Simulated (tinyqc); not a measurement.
Kinetics of strain relaxation and threading dislocations in mismatched semiconductor layers: one step, computed by the program tinyqc. Command: `OMP_NUM_THREADS=1 python tinyqc.py 3004790 3004791 out.jsonl threading walk`. One thread of a shared host (Intel(R) Xeon(R) Processor @ 2.30GHz), about 0.01 s of CPU time with the checks.

60-degree dislocations on {111} planes of a (001) layer, isotropic elasticity. The Schmid factor is 1/sqrt(6), and a misfit segment relieves strain with b/2.

Task: Excess stress and glide velocity at the start. Excess resolved stress tau = (1/sqrt 6) [2 G (1 + nu)/(1 - nu)] (e - e_eq), e_eq = b (1 - nu/4) [ln(h/b) + 1]/(4 pi (1 + nu) h), the Matthews-Blakeslee strain of an uncapped layer; glide velocity v = v0 tau exp(-Q/(k_B T)), tau in MPa.

Inputs (values chosen for the exercise, modelled on Si(0.7)Ge(0.3) on Si):

| quantity | value | unit |
|---|---|---|
| misfit f | 0.0122 | - |
| shear modulus G | 59.8 | GPa |
| Poisson ratio nu | 0.27 | - |
| Burgers vector b | 3.89 | angstrom |
| glide activation energy Q | 2.04 | eV |
| velocity prefactor v0 | 22000 | m/s per MPa |
| layer thickness h | 53 | nm |
| anneal temperature T | 697 | K |

Constants: k_B = 8.617333262e-05 eV/K.

Give: equilibrium strain e_eq; excess stress tau; mobility v/tau; initial velocity.

Result:

equilibrium strain e_eq = 0.002536

excess stress tau = 820.9 MPa

mobility v/tau = 3.907e-11 m/s per MPa

initial velocity = 0.03207 micrometre/s
